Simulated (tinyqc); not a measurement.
Born-von Karman spring model of a cubic crystal with one atom per cell: one step, computed by the program tinyqc. Command: `OMP_NUM_THREADS=1 python tinyqc.py 3021108 3021109 out.jsonl springs walk`. One thread of a shared host (Intel(R) Xeon(R) Processor @ 2.30GHz), about 0.1 s of CPU time with the checks.

First neighbours lie at a/2 (1,1,0) (12 of them), second at a (1,0,0) (6), with all permutations and signs; the volume per atom is Omega = a^3/4.

Question. Frequencies and polarisations. Diagonalise D. An eigenvalue lambda of D in eV/(angstrom^2 u) gives nu = 15.6333042 THz x sqrt(lambda). Eigenvectors are columns, with the largest component positive; the longitudinal weight is (e.q)^2/q^2.

Inputs (values chosen for the exercise, for a model crystal).

Lattice: fcc.

wave vector q (2 pi/a): [0.86, 0.1, 0]

D(q) (eV/(angstrom^2 u)), rows x, y, z:
$$\begin{pmatrix}
0.3065023 & 0.0116184 & 0.0000000 \\
0.0116184 & 0.1426302 & 0.0000000 \\
0.0000000 & 0.0000000 & 0.1465519
\end{pmatrix}$$

Constants: nu for 1 eV/(angstrom^2 u) = 15.6333042 THz.

Give: eigenvalues; frequencies; polarisation vectors; longitudinal weights.

Answer.

eigenvalues (eV/(angstrom^2 u)): [0.14181, 0.14655, 0.30732]

frequencies (THz): [5.8871, 5.9848, 8.6666]

polarisation vectors, rows x, y, z, columns mode 1, mode 2, mode 3:
$$\begin{pmatrix}
-0.0704 & 0.0000 & 0.9975 \\
0.9975 & 0.0000 & 0.0704 \\
0.0000 & 1.0000 & 0.0000
\end{pmatrix}$$

longitudinal weights: [0.00205, 0.00000, 0.99795]

Mode 3 is the most longitudinal, with weight 1.00.
